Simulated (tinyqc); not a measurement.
Choice of the trial bonds: Wannier functions of a composite (isolated) pair of valence bands (bonds of an sp chain).

Each atom has a hybrid pointing left (<) and right (>). H(k): diagonal +V3 on A, -V3 on B; <A<|A>> = -V1a, <B<|B>> = -V1b, <A>|B<> = -V2, <B>|A<> = -V2p exp(ik); k in 1/a, Bloch sums with exp(ikR). The two lowest bands are filled. Trial functions in cell 0: g1 = cos(c) A> + sin(c) B<, and g2 = sin(c) B> + cos(c) A< of cell 1, whose Bloch vector has cos(c) exp(-ik) on A<. Projection A_mn = <psi_m|g_n>, S = A^+ A, Loewdin U = A S^(-1/2), Bloch-like states w_n = sum_m psi_m U_mn, H_W(k) = U^+ diag(E) U. P = sum_m |psi_m><psi_m| is free of phase choices, and S = g^+ P g, w = P g S^(-1/2).

Inputs chosen for the exercise: V2 = 4.29 eV (coupling in the bond A-B inside the cell); V2p = 3.09 eV (coupling in the bond to the next cell); V1a = 1.31 eV (coupling of the two hybrids on A); V1b = 0.98 eV (the same on B); V3 = 1.67 eV (A at +V3, B at -V3); xb = 0.44 a (position of B (A at 0)).

N = 12; centres and spreads in real space with point-like hybrids at R and R + xb; smallest eigenvalue of S over the mesh.

Trial angle:

| c (deg) | smallest S | centre 1 (a) | centre 2 (a) | sum of centres | total spread (a^2) | H_12(R = 0), mean over k (eV) |
|---|---|---|---|---|---|---|
| 15 | 0.430 | 0.2952 | 0.5914 | 0.8866 | 0.1093 | -0.6917 |
| 30 | 0.687 | 0.2952 | 0.5914 | 0.8866 | 0.1090 | -0.6875 |
| 45 | 0.894 | 0.2953 | 0.5914 | 0.8866 | 0.1088 | -0.6842 |
| 55 | 0.975 | 0.2953 | 0.5913 | 0.8866 | 0.1088 | -0.6822 |
| 65 | 0.925 | 0.2953 | 0.5913 | 0.8866 | 0.1087 | -0.6802 |
| 75 | 0.809 | 0.2953 | 0.5913 | 0.8866 | 0.1087 | -0.6781 |
| 85 | 0.656 | 0.2953 | 0.5913 | 0.8866 | 0.1087 | -0.6757 |

The sum of the centres stays at 0.8866 a within 0.0000: it gives the electronic polarisation, modulo a, and is fixed by the filled space. Single centres move by up to 0.0001 a and H_12(0), a matter of gauge, moves by 16 meV. The total spread runs only from 0.1087 to 0.1093 a^2, so the orthogonalisation repairs even poor trials; the projection is best at c = 55 degrees among these rows, and the two bonds, isolated, have c = 56 and 59.

Program tinyqc; command `OMP_NUM_THREADS=1 python tinyqc.py 1450235 1450236 out.jsonl`; about 0.2 s on one thread of a shared Intel(R) Xeon(R) Processor @ 2.30GHz.
